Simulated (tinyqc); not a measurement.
MOSFET in the linear regime without short-channel effects, parameter extraction from computed curves: two steps of the calculation.

Inversion charge Q = Cox n Vt W0(exp((Vg - VT)/(n Vt))), W0 the Lambert function and n = nf; u = Q/Cox; mobility mu = mu0/(1 + th1 u + th2 u^2); channel resistance Rch = (L - dL)/(W mu Q); Id = Vd/(Rch + Rsd/W). Cox = eps0 eox/tox. Small Vd, no channel-length or drain effects.

Parameters, values chosen for the exercise; channel values of the order met in silicon transistors:

| symbol | value | unit | meaning |
|---|---|---|---|
| T | 400 | K | temperature |
| eox | 3.9 |  | relative permittivity of the gate insulator (close to silicon dioxide) |
| tox | 5.5 | nm | insulator thickness |
| mu0 | 410 | cm^2/(V s) | low-field mobility |
| th1 | 0.47 | 1/V | first mobility attenuation factor |
| th2 | 0 | 1/V^2 | second mobility attenuation factor |
| VT | 0.46 | V | threshold voltage |
| nf | 1.43 |  | body factor |
| W | 10 | um | gate width |
| L | 0.25 | um | drawn gate length |
| dL | 0.014 | um | drawn less effective length |
| Rsd | 340 | ohm um | source plus drain resistance |
| Vd | 0.025 | V | drain voltage |

Constants: q = 1.602176634e-19 C, kB = 1.380649e-23 J/K, Vt = kB T/q, eps0 = 8.8541878128e-14 F/cm where lengths are in cm. Results are converted to the units shown.

Problem 1. Transfer curve. u, mu, Rch and Id as defined.

Vg, point 0 to 8 (V): 0.26  0.36  0.46  0.56  0.66  0.76  0.86  0.96  1.06

Wanted: u; mu; Rch; Id.

Solution 1.

```
point     u (V)  mu (cm^2/(V s))  Rch (ohm)  Id (uA)
0      8.380e-4            409.8    1.095e5   0.2283
1      0.005766            408.9    1.594e4    1.565
2       0.02796            404.7       3323    7.448
3       0.07762            395.6       1224    19.87
4        0.1464            383.6      669.5    35.54
5        0.2251            370.8      450.3    51.62
6        0.3094            357.9      339.4    66.96
7        0.3972            345.5      273.9    81.19
8        0.4871            333.6      231.3    94.23
```

Problem 2. Threshold and mobility at the peak transconductance. gm_i = (Id_(i+1) - Id_(i-1))/(Vg_(i+1) - Vg_(i-1)); at the point j of largest gm the tangent meets the axis at V_ext = Vg_j - Id_j/gm_j; field-effect mobility gm_j L/(W Cox Vd) with the drawn L.

```
point  Vg (V)     Id (uA)
0        0.26  0.22834010
1        0.36   1.5647556
2        0.46   7.4478988
3        0.56   19.868760
4        0.66   35.536096
5        0.76   51.618344
6        0.86   66.959545
7        0.96   81.185731
8        1.06   94.228864
```

Wanted: gm; j; V_ext; field-effect mobility.

Solution 2.

gm, point 1 to 7 (uS): 36.098  91.520  140.44  158.75  157.12  147.84  136.35
j = 4
V_ext = 0.43615 V
field-effect mobility = 252.85 cm^2/(V s)

V_ext is 24 mV below the model VT, and the mobility so found is 42 % below mu0 L/(L - dL) = 434 cm^2/(V s), the value for the drawn L; attenuation, series resistance and the slow approach of Q to a straight line all lower the peak gm.

Computed by the program tinyqc: `OMP_NUM_THREADS=1 python tinyqc.py 2210060 2210061 out.jsonl`, one thread of a shared Intel Xeon 2.30GHz, about 0.01 s for the whole run.
